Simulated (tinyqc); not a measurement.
Kinetics of strain relaxation and threading dislocations in mismatched semiconductor layers: one step, computed by the program tinyqc.

60-degree dislocations on {111} planes of a (001) layer, isotropic elasticity. The Schmid factor is 1/sqrt(6), and a misfit segment relieves strain with b/2.

Task: Thick uniform layer and trapping in a trench. A separate case, a thick relaxed layer. Pair reactions during growth: d rho/dh = -K rho^2 with K = 2 r_A tan(psi) and threads inclined by psi = 45 degrees (the <110> lines of {111} planes), so rho = 1/(K H) for a layer that starts with far more threads than that, as highly mismatched layers do. In a trench along [110] a thread on {111} rises at 54.74 degrees across the width, and leaves through the wall below the height w tan(54.74 degrees) = sqrt(2) w; the share of threads, evenly spread over the floor, that reach the top is max(0, 1 - a/sqrt 2) for the aspect ratio a.

Inputs (values chosen for the exercise, modelled on Si(0.7)Ge(0.3) on Si):
```
quantity                                     value        unit
misfit f                                    0.0124           -
reaction radius r_A                            6.6          nm
final thickness of a thick uniform layer H       1  micrometre
aspect ratio of a trench                       2.9           -
```

Give: thread density at H; share that reaches the top.

Result:

thread density at H = 7.5758e+09 1/cm^2

share that reaches the top = 0

The trench traps all threads that cross it; those that run along it are not trapped. Thickness alone needs 7600 micrometre for 1e6 /cm^2. Caution: at this small misfit a layer may start with fewer threads than 1/(K H), which is then only an upper bound.
